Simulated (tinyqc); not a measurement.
# Changing the drain voltage V_D

Model: ballistic transport through the one-dimensional subbands of a rectangular nanowire or nanosheet channel. Computed by tinyqc, a small Python program. Command: `OMP_NUM_THREADS=1 python tinyqc.py 3008459 3008460 out.jsonl wire sweep`. One thread of a shared host (Intel(R) Xeon(R) Processor @ 2.30GHz), about 0.05 s of CPU time with the checks.

Hard walls, parabolic subbands, transport along x. Energies are counted from the bulk conduction band edge at the top of the barrier, which the gate pulls down by U; the source Fermi level lies at the bulk edge when U = 0.

Inputs (values chosen for the exercise, modelled on silicon): light mass m_t = 0.18 m_0; heavy mass m_l = 0.917 m_0; height a = 4.5 nm; width b = 5.7 nm; equivalent oxide thickness t = 2.1 nm; gate voltage above flat band V_G = 0.93 V; temperature T = 150 K.

Valleys: silicon [100] wire.

Constants: hbar^2/(2 m_0) = 3.80998212 eV angstrom^2; k_B = 8.617333262e-05 eV/K; m_0 = 9.1093837015e-31 kg; k_B = 1.380649e-23 J/K; hbar = 1.054571817e-34 J s; eps_0 = 8.8541878128e-12 F/m; e = 1.602176634e-19 C; h = 6.62607015e-34 J s.

Method:
- E_pq = (hbar^2 pi^2/2)(p^2/(m_y b^2) + q^2/(m_z a^2)); valley pairs: (m_x, m_y, m_z) = (m_t, m_t, m_l), (m_t, m_l, m_t), (m_l, m_t, m_t), each with degeneracy g = 2; the 10 lowest subbands are kept.
- F_j(eta) = (1/Gamma(j + 1)) int_0^infinity x^j/(1 + exp(x - eta)) dx, F_0 = ln(1 + exp(eta)). Integrals over x = E/(k_B T) use 160 Gauss-Legendre points in u = sqrt(x) from 0 to sqrt(max(eta, 0) + 32).
- With degeneracy g = 2, eta_i = (U - E_i)/(k_B T) and u = e V_D/(k_B T): line density n = sum_i g sqrt(2 m_x k_B T/pi)/(2 hbar) [F_-1/2(eta_i) + F_-1/2(eta_i - u)]; gate: e n = C_ox (V_G - U/e), C_ox = 3.9 eps_0 2 (a + b)/t (flat-plate estimate); I = (2 e k_B T/h) sum_i g [F_0(eta_i) - F_0(eta_i - u)].

One run for each value; columns: (1) drain voltage V_D (V); (2) ballistic current I (microampere); (3) U (meV); (4) line density n (1/nm); (5) mean velocity I/(e n) (1e7 cm/s):
```
(1)        (2)     (3)     (4)     (5)
0.0050   2.408  151.57  1.6298  0.0922
0.0094   4.507  153.51  1.6257  0.1730
0.0180   8.525  157.08  1.6183  0.3288
0.0340  15.552  162.90  1.6061  0.6044
0.0630  26.249  171.27  1.5885  1.0313
0.1200  37.126  180.19  1.5699  1.4761
0.2200  38.001  180.97  1.5682  1.5124
0.4200  38.001  180.97  1.5682  1.5124
0.8000  38.001  180.97  1.5682  1.5124
```

Describe and explain the trends.

Over the rows, ballistic current I (microampere) rises from 2.41 to 38.0, flat over part of the range; U (meV) rises from 152 to 181, flat over part of the range; line density n (1/nm) falls from 1.63 to 1.57, flat over part of the range. At the low end the exponent of ballistic current I is 0.99, close to 1: the linear region, I = G V_D. At the high end the exponent of ballistic current I is 0.00, close to 0: drain injection is shut off. As drain injection dies, the gate restores the charge by pulling the barrier down (U rises), which adds to the current before it saturates.

Extremes, crossings and ranges named in words are read from the listed rows.
